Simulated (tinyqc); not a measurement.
Free and trapped electrons in a MOS channel with a dense trap tail: effect of the temperature.

p-type body, charge-sheet picture, full ionisation (an idealisation for deep acceptors), Boltzmann statistics for free electrons. e = Ec - EF at the surface. Acceptor-like traps of density D(E) = D0 + De exp(-E/Ew) at depth E below Ec, from 0 to Eu, hold n_t = integral of D(E)/(1 + exp((e - E)/Vt)). psi = Eg - Vt ln(Nv/Na) - e; N_dep = sqrt(2 eps0 eps_r Na (psi - Vt)/q); n_f = sqrt(N_dep^2 + 2 eps0 eps_r Vt Nc exp(-e/Vt)/q) - N_dep; Vg = Vfb + psi + q (N_dep + n_t + n_f)/Cox, Cox = eps0 eox/tox.

Nc and Nv are given at 300 K and scale as (T/300 K)^1.5; Eg, Vfb and mf are held fixed. VT is the Vg for n_f = 1e11 cm^-2; swing ln 10 n_f/(dn_f/dVg) at n_f = 1e8 cm^-2; the last three columns are for Vg = VT + 6.1 V, with free share n_f/(n_f + n_t) and field-effect mobility mf q (dn_f/dVg)/Cox; there EF is near the band edge, where Boltzmann statistics are rough.

Inputs (values chosen for the exercise); band and dielectric values close to those of silicon:
- Eg = 1.1 eV (band gap)
- eps_r = 11.7 (relative permittivity)
- Nc = 2.75e19 cm^-3 (conduction-band density of states at the reference temperature)
- Nv = 2.65e19 cm^-3 (valence-band density of states at the reference temperature)
- eox = 3.9 (relative permittivity of the insulator)
- tox = 76 nm (insulator thickness)
- Na = 1.1e17 cm^-3 (acceptor density)
- Vfb = -0.96 V (flat-band voltage without trapped charge)
- D0 = 1.8e10 cm^-2 eV^-1 (constant background density of acceptor-like traps)
- De = 1.3e13 cm^-2 eV^-1 (density of the tail at the conduction edge)
- Ew = 0.12 eV (decay energy of the tail)
- Eu = 0.54 eV (depth below Ec down to which the traps reach)
- mf = 130 cm^2/(V s) (mobility of free electrons)

Constants: q = 1.602176634e-19 C, kB = 1.380649e-23 J/K, Vt = kB T/q, eps0 = 8.8541878128e-14 F/cm where lengths are in cm. Results are converted to the units shown.

Result of one run:
columns A: e at VT (eV); B: VT (V); C: q n_t/Cox at VT (V); D: swing (mV/decade); E: n_f (cm^-2); F: free share (%); G: field-effect mobility (cm^2/(V s))
```
A           B       C      D         E      F      G
0.2590  3.651  0.7749  938.0  1.203e12  63.55  98.09
```

Which temperature T gave this result: 250, 300, 450, 500 or 550 K?

T = 550 K.

The whole series:
columns A: T (K); B: e at VT (eV); C: VT (V); D: q n_t/Cox at VT (V); E: swing (mV/decade); F: n_f (cm^-2); G: free share (%); H: field-effect mobility (cm^2/(V s))
```
A          B      C       D      E         F      G      H
200  0.04515  8.283   3.812  612.3  1.405e12  49.06  119.7
250  0.06909  7.479   3.184  563.4  1.306e12  48.82  113.3
300  0.09555  6.714   2.611  518.7  1.242e12  49.70  107.7
350   0.1242  6.002   2.108  493.5  1.207e12  51.50  103.6
400   0.1550  5.346   1.677  495.9  1.192e12  53.98  100.9
450   0.1877  4.743   1.316  532.3  1.189e12  56.93  99.29
500   0.2223  4.181   1.018  623.2  1.194e12  60.16  98.43
550   0.2590  3.651  0.7749  938.0  1.203e12  63.55  98.09
```

As T goes from 200 to 550, VT falls from 8.28 to 3.65 V, its part due to traps falls from 3.81 to 0.775 V, the swing goes from 612 through a minimum of 493 (at T = 350 among the rows listed) to 938 mV/decade and the field-effect mobility falls from 120 to 98.1 cm^2/(V s). On heating the same n_f is reached with EF deeper in the gap, where fewer tail states are filled.

Computed by the program tinyqc: `OMP_NUM_THREADS=1 python tinyqc.py 2222015 2222016 out.jsonl`, one thread of a shared Intel Xeon 2.30GHz, about 0.03 s for the whole run.
